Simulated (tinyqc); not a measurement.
# Resistance of a tapered via with liner, size effect and interface, step by step

tinyqc, about 0.01 s, one thread, Intel Xeon 2.30GHz (shared host): `OMP_NUM_THREADS=1 python tinyqc.py 2750019 2750020 out.jsonl` Printed values are rounded.

A round via whose diameter grows from db at the bottom as D(z) = db + 2 z/tan(ang). The fill, of diameter D - 2 tl, starts above the bottom liner (thickness fb tl) and has rho = rho0 (1 + ks lam/(D - 2 tl)); the sidewall liner conducts in parallel with it. The bottom liner and the interface are crossed over the full area pi db^2/4. Spreading in the lines above and below is left out.

Values chosen for this exercise; fill metal close to molybdenum:
```
symbol,value,unit,meaning
db,14,nm,diameter at the bottom
hv,32,nm,height
ang,88,degrees,sidewall angle
rho0,5.18,uohm cm,bulk resistivity of the fill
lam,10.9,nm,mean free path of the fill
ks,1,,size-effect factor
tl,0.3,nm,liner on the sidewall
fb,0.5,,liner at the bottom over that on the sidewall
rl,440,uohm cm,resistivity of the liner
ri,5.8e-12,ohm cm^2,interface resistivity at the bottom
Sb,1.3e15,S/m^2,"ballistic conductance per area, about 3/(4 rho0 lam)"
```

## Slices of the via

Slices between z0 = fb tl and hv, evaluated at their midpoints: conductance per length pi/4 [(D - 2 tl)^2/rho + (D^2 - (D - 2 tl)^2)/rl], slice resistance = slice height over that. 7 slices.

```
slice   z (nm)   D (nm)  rho (uohm cm)  slice resistance (ohm)
0        2.425  14.1694        9.34099                 2.93334
1        6.975  14.4871        9.24577                 2.77226
2      11.5250  14.8049        9.15482                 2.62370
3      16.0750  15.1227        9.06784                 2.48643
4      20.6250  15.4405        8.98459                 2.35935
5      25.1750  15.7583        8.90483                 2.24150
6      29.7250  16.0760        8.82835                 2.13203
```

## Total resistance

R_fill = sum of the slices; R_bottom = rl fb tl/(pi db^2/4); R_interface = ri/(pi db^2/4); ballistic (Sharvin) limit 1/(Sb pi (db - 2 tl)^2/4); ideal cylinder rho0 hv/(pi db^2/4).

parts (ohm): fill 17.5486, bottom liner 4.28744, interface 3.76775
R = 25.6038 ohm
shares (%): fill 68.5391, bottom liner 16.7453, interface 14.7156
ballistic limit = 5.45453 ohm
ideal cylinder = 10.7680 ohm

The fill is the largest part, and R is 2.38 times the ideal cylinder. With 2000 slices R = 25.607 ohm.
